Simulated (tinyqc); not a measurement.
Inside a calculation. Model: sputter depth profiling of a dopant layer: erosion rate, quantification and the mixing-roughness response. Computed by tinyqc, a small Python program that keeps every step. Command: `OMP_NUM_THREADS=1 python tinyqc.py 3000770 3000771 out.jsonl sims walk`. One thread of a shared host (Intel(R) Xeon(R) Processor @ 2.30GHz), about 0.02 s of CPU time with the checks. Intermediate numbers are printed to about 7 digits and carried at full precision; extremes and crossings named in words are read from the listed rows.

A rastered ion beam erodes silicon (49.94 atoms per nm^3). The measured profile is the true one convolved with a depth response.

Inputs (values chosen for the exercise, modelled on a dopant in silicon under an oxygen or caesium beam): beam energy E = 0.97 keV; beam current = 200 nA; raster side = 200 um; sputter yield at 1 keV = 1; mixing length at 1 keV = 1.8 nm; roughness sigma = 0.98 nm; depth of the layer z0 = 21 nm; sheet density Q = 4.3e+12 1/cm^2; relative sensitivity factor RSF = 4.2e+20 1/cm^3; matrix count rate = 1e+06 1/s; background count rate = 2.8 1/s; counting time per point = 0.5 s; level that defines the junction C_B = 1e+17 1/cm^3.

True profile: delta layer.

Constants: e = 1.602176634e-19 C.

## Erosion and sensitivity

Scaling chosen for the exercise: yield Y = Y1 E^0.5, mixing length w = w1 E^0.5 (E in keV). Erosion rate = Y I/(e x raster^2 x density); depth step = rate x counting time; concentration = RSF x counts/matrix counts; detection limit = RSF x 3 sqrt(background x time)/(matrix rate x time).

yield Y = 0.9848858

mixing length w = 1.772794 nm

erosion rate = 0.6154559 nm/s

depth step = 0.3077280 nm

detection limit = 2.981704e+15 1/cm^3

Caution: with so few background counts Poisson statistics, not 3 sqrt(N), set the true limit.

## Measured shape

Mixing alone turns a layer at z0 into (1/w) exp(-(z - z0 + w)/w) for z > z0 - w; roughness adds a Gaussian of width sigma. With x = z - z0 + w: g(x) = (1/(2w)) exp(sigma^2/(2 w^2) - x/w) erfc((sigma/w - x/sigma)/sqrt2), and its integral G(x) = (1/2) erfc(-x/(sigma sqrt2)) - w g(x). Measured: Q g(x), 1 nm = 1e-7 cm. Find the maximum, the full width at half maximum and the deep point where the profile falls to C_B; far down, the trailing edge decays by w ln(10) per decade.

depth of the maximum = 20.17749 nm

peak concentration = 1.093895e+19 1/cm^3

full width at half maximum = 3.383034 nm

apparent junction depth = 29.23290 nm

trailing slope = 4.082010 nm/decade

The true deep edge lies at 21 nm, so the junction appears 8.23 nm too deep.

## Moments

Convolution adds means and variances: the response has mean 0 (shift -w plus exponential mean w) and variance w^2 + sigma^2; a delta layer adds none.

centroid = 21 nm

standard deviation = 2.025636 nm

maximum minus centroid = -0.8225131 nm

The centroid stays at the true position while the maximum lies nearer the surface, so depth is read from the centroid.

## Points of the profile

Counts = concentration x matrix rate x time/RSF + background x time; relative noise 1/sqrt(counts). Depths are z0 - w + k (w + sigma), k = -0.5, 0, 0.5, 1, 2, 3, 5, 8, 12.

Profile:
```
k       z (nm)  measured (1/cm^3)        counts  relative noise
-0.5  17.85081       1.545293e+18  1.841034e+03       0.0233061
0.0   19.22721       8.200974e+18  9.764464e+03       0.0101199
0.5   20.60360       1.043739e+19  1.242687e+04       0.0089706
1.0   21.98000       5.909341e+18  7.036330e+03       0.0119214
2.0   24.73279       1.265968e+18  1.508505e+03       0.0257470
3.0   27.48559       2.679481e+17  3.203858e+02       0.0558680
5.0   32.99118       1.200345e+16  1.568982e+01       0.2524591
8.0   41.24956       1.138123e+14  1.535491e+00       0.8070053
12.0  52.26074       2.284021e+11  1.400272e+00       0.8450722
```

## Beam energy: resolution against speed

Width = full width at half maximum; the apparent junction is the deep point where the profile falls to C_B; time to profile to twice z0 = 2 z0/erosion rate, at fixed current.

Measured values:
```
E (keV)    w (nm)  peak (1/cm^3)  width (nm)  apparent junction (nm)  time (min)
0.15     0.697137   1.499326e+19    2.641743                25.47044    2.892287
0.25     0.900000   1.407114e+19    2.778470                26.18579    2.240356
0.50     1.272792   1.256651e+19    3.034635                27.51541    1.584171
1.00     1.800000   1.086158e+19    3.402130                29.32358    1.120178
2.00     2.545584   9.088658e+18    3.930946                31.70044    0.792085
4.00     3.600000   7.378429e+18    4.691727                34.75165    0.560089
8.00     5.091169   5.830663e+18    5.775064                38.58899    0.396043
```

From the highest to the lowest energy the width goes from 5.78 to 2.64 nm, towards the floor set by roughness, 2.355 sigma = 2.31 nm, and the junction error from 17.6 to 4.47 nm, at 7.3 times the time. Extrapolating the tail slope to zero energy separates mixing from real diffusion. Caution: the surface transient, segregation under the beam and the growth of roughness with depth are left out, and real yields fall faster near the sputter threshold.

Checks made by the program: dose under the measured profile (relative difference below 1e-10).
